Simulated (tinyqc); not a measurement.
Admittance spectroscopy of a deep trap: one step of the calculation.

Schottky contact on an n-type layer with shallow donors Nd (all ionised) and a donor-like deep trap, neutral when filled and positive when empty; depletion approximation. Traps within lam of the depletion edge stay filled. The traps at xt = W - lam, where the level crosses the Fermi level, follow a slow signal and not a fast one. w = 2 pi f.

Problem. Admittance at the signal frequency. Emission rate en = sn vth(T) Nc(T) exp(-Et/kB T) = sn g T^2 exp(-Et/kB T), g = vth Nc/(300 K)^2, as vth goes as T^0.5 and Nc as T^1.5 (degeneracy factor 1). Inflection frequency w0 = 2 en [1 + Nt xt/(Nd W)]; C = C_HF + (C_LF - C_HF)/(1 + (w/w0)^2), G/w = (C_LF - C_HF)(w/w0)/(1 + (w/w0)^2).

Values chosen for this exercise; material values those of a made-up semiconductor: conduction-band density of states at 300 K Nc = 4.84e17 cm^-3; thermal velocity at 300 K vth = 3.9e7 cm/s; shallow donor density Nd = 1e16 cm^-3; depth of the trap below the conduction edge Et = 0.12 eV; capture cross-section sn = 1.1e-14 cm^2; trap density Nt = 1.6e15 cm^-3; signal frequency f = 98000 Hz; temperature T = 117 K.

Constants: q = 1.602176634e-19 C, kB = 1.380649e-23 J/K. Results are converted to the units shown.

W = 471.91591 nm
xt = 368.86667 nm
C_HF = 18.949837 nF/cm^2
C_LF = 19.538314 nF/cm^2

Wanted: en; w0/(2 pi); C; G/w.

Solution.

en = 2.140e5 1/s
w0/(2 pi) = 7.664e4 Hz
C = 19.17 nF/cm^2
G/w = 0.2856 nF/cm^2

The signal lies near the inflection, where the loss is largest.

Numbers from tinyqc (`OMP_NUM_THREADS=1 python tinyqc.py 2050015 2050016 out.jsonl`; about 0.01 s on one thread of a shared Intel Xeon 2.30GHz).
